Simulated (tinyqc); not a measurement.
Lossy on-chip transmission line with skin effect: one step of the calculation.

A uniform line in a homogeneous dielectric: c = sqrt(er)/(c0 Z0), l = Z0 sqrt(er)/c0 (c0 = 299792458 m/s), g = w c td, w = 2 pi f. The resistance joins its limits as r = sqrt(r_dc^2 + r_hf^2), with r_dc = rho/(wd th), r_hf = kr rho/(2 delta (wd + th)), delta = sqrt(rho/(pi f mu0)), mu0 = 4 pi 1e-7 H/m; this is an interpolation, and internal inductance, up to 0.05 nH/mm at low frequency, is neglected.

Task. Propagation constant and impedance. gamma = sqrt((r + i w l)(g + i w c)) = alpha + i beta, Zc = sqrt((r + i w l)/(g + i w c)), roots with positive real part; loss 8.685889638 alpha in dB; phase velocity w/beta.

Values chosen for this exercise: length len = 0.74 mm; frequency f = 3.7 GHz.

r = 20.394674 ohm/mm
l = 0.32936815 nH/mm
c = 131.74726 pF/m
g = 0 S/m

Give: gamma len; Zc; loss; phase velocity over c0; r/(w l).

Result.

gamma len = 0.1088+0.1571i
Zc = 69.33-48.02i ohm
loss = 1.278 dB/mm
phase velocity over c0 = 0.3652
r/(w l) = 2.664

r exceeds w l, so the line behaves mainly as an RC line at this frequency.

Program tinyqc, `OMP_NUM_THREADS=1 python tinyqc.py 2810162 2810163 out.jsonl`; Intel Xeon 2.30GHz, shared host, one thread, about 0.01 s.
